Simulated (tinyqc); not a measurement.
Jacobi rotations on a symmetric matrix, step by step. One step of it, computed by the program tinyqc.

Problem. Jacobi rotation 1. Take the largest off-diagonal element A_pq; tan 2 theta = 2 A_pq / (A_qq - A_pp) with |theta| <= pi/4; A' = J^T A J with J_pp = J_qq = cos, J_pq = sin, J_qp = -sin.

A:
$$\begin{pmatrix}
0.281000 & -0.464000 & 0.902000 & 1.203000 & 1.234000 & -0.280000 \\
-0.464000 & 0.595000 & -0.223000 & -0.679000 & 0.551000 & -0.073000 \\
0.902000 & -0.223000 & 1.185000 & -0.159000 & -0.085000 & 0.205000 \\
1.203000 & -0.679000 & -0.159000 & 2.702000 & -1.481000 & -1.157000 \\
1.234000 & 0.551000 & -0.085000 & -1.481000 & 2.839000 & 0.358000 \\
-0.280000 & -0.073000 & 0.205000 & -1.157000 & 0.358000 & 2.849000
\end{pmatrix}$$

Give: p, q, theta; A'.

Solution.

p, q, theta (rad): [4.0000, 5.0000, -0.7623]

A':
$$\begin{pmatrix}
0.2810 & -0.4640 & 0.9020 & 1.7223 & 0.0617 & -0.2800 \\
-0.4640 & 0.5950 & -0.2230 & -0.1106 & 0.8674 & -0.0730 \\
0.9020 & -0.2230 & 1.1850 & -0.1737 & 0.0483 & 0.2050 \\
1.7223 & -0.1106 & -0.1737 & 1.2879 & 0.0000 & -0.5896 \\
0.0617 & 0.8674 & 0.0483 & 0.0000 & 4.2531 & 1.0579 \\
-0.2800 & -0.0730 & 0.2050 & -0.5896 & 1.0579 & 2.8490
\end{pmatrix}$$
